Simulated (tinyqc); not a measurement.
Thickness of the outer barriers: stepped quantum well by finite differences.

Finite differences on points z_i at the centres of cells of width h: H_ii = (c/h^2)(1/m_(i-1/2) + 1/m_(i+1/2)) + V_i, H_(i,i+1) = -(c/h^2)/m_(i+1/2), where m_(i+1/2) is the mean of the masses at the two points (the end values are repeated outwards), psi = 0 on the points beyond both ends, c = hbar^2/2m0. The field adds e F (z - z0) with z0 the middle of the structure; 1 kV/cm = 1e-5 eV/angstrom.

Constants: hbar^2/2m0 = 3.80998211 eV angstrom^2.

Inputs chosen for the exercise (out of a larger set: near those of a non-polar GaN well in AlGaN; not measured data): layers = ((40, 0.27, 0.222), (20, 0, 0.2), (40, 0.081, 0.2066), (40, 0.27, 0.222)) (each layer: thickness in angstrom, band edge in eV, mass in m0); hf = 0.625 angstrom (cell width of the fine grid).

Fine grid, zero field, both outer layers set to each thickness in turn.

Levels (eV):
```
outer layers (angstrom),E1,E2,E3
10.000,0.08359,0.17738,0.34119
20.000,0.07962,0.16582,0.30271
40.000,0.07909,0.16330,0.28204
80.000,0.07908,0.16320,0.27352
160.000,0.07908,0.16320,0.27073
```

Which of the three levels are properties of the well, and how thick must the outer layers be?

E1 is bound, and within 0.1 meV of the last row from 40 angstrom on. E2 is bound, and within 0.1 meV of the last row from 80 angstrom on. E3 lies above the barrier edge 0.27 eV and keeps falling (-2.8 meV in the last step): it is a state of the box.

(tinyqc, `OMP_NUM_THREADS=1 python tinyqc.py 1281186 1281187 out.jsonl`, Intel(R) Xeon(R) Processor @ 2.30GHz, 1 thread, shared host, about 0.03 s.)
